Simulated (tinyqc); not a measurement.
Plane-averaged potentials: correction of a charged-defect supercell by a model charge and potential alignment (plane-averaged potentials). Computed by tinyqc, a small Python program. Command: `OMP_NUM_THREADS=1 python tinyqc.py 3110111 3110112 out.jsonl align walk`. One thread of a shared host (Intel(R) Xeon(R) Processor @ 2.30GHz), about 0.01 s of CPU time with the checks.

The "true" defect charge is (1 - x) q in a Gaussian of width sigma plus x q in one of width sigma_t, so the exact answer is known; the correction sees only a single model Gaussian of width sigma_m. A Gaussian of width s has the transform rho(G) = exp(-G^2 s^2/2), normalised to 1. A uniform background cancels q, so G = 0 is left out. Potentials are those felt by a unit positive charge. E_0 is the formation energy of the isolated defect, E_cell its value in the supercell, E_lat = E_iso - E_per of the model charge, C the true less the model potential far from the defect; the exact correction is E_0 - E_cell, and the error of a scheme is E_cell plus its correction less E_0.

Inputs (values chosen for the exercise, with screening close to that of HfO2):

| quantity | value | unit |
|---|---|---|
| defect charge q | 2 | e |
| dielectric constant eps | 22.5 | - |
| edge of the cubic cell L | 11.3 | angstrom |
| width sigma of the true defect charge | 0.96 | angstrom |
| width sigma_m of the model charge | 0.87 | angstrom |
| share x of the charge in a wide tail | 0 | - |
| width sigma_t of the tail | 1.8 | angstrom |

Constants: e^2/(4 pi eps_0) = 14.39964548 eV angstrom.

Method. Plane-averaged potential at distance z from the defect: V(z) = (4 pi q/(eps L^3)) (e^2/(4 pi eps_0 e)) sum_(m != 0) rho(G_m) cos(G_m z)/G_m^2, G_m = 2 pi m/L, |m| <= 40.

Potentials (V):

| z/L | z (angstrom) | true | model | difference |
|---|---|---|---|---|
| 0.00 | 0.000 | 0.075511 | 0.079116 | -0.0036048 |
| 0.05 | 0.565 | 0.069169 | 0.071987 | -0.0028182 |
| 0.10 | 1.130 | 0.052591 | 0.053781 | -0.0011898 |
| 0.15 | 1.695 | 0.031130 | 0.031026 | 0.0001042 |
| 0.20 | 2.260 | 0.009504 | 0.008802 | 0.0007022 |
| 0.25 | 2.825 | -0.009747 | -0.010626 | 0.0008785 |
| 0.30 | 3.390 | -0.025710 | -0.026623 | 0.0009130 |
| 0.35 | 3.955 | -0.038159 | -0.039077 | 0.0009175 |
| 0.40 | 4.520 | -0.047055 | -0.047973 | 0.0009180 |
| 0.45 | 5.085 | -0.052393 | -0.053311 | 0.0009180 |
| 0.50 | 5.650 | -0.054172 | -0.055090 | 0.0009180 |

The difference moves by 0.00 mV between z/L = 0.4 and 0.5: a plateau.
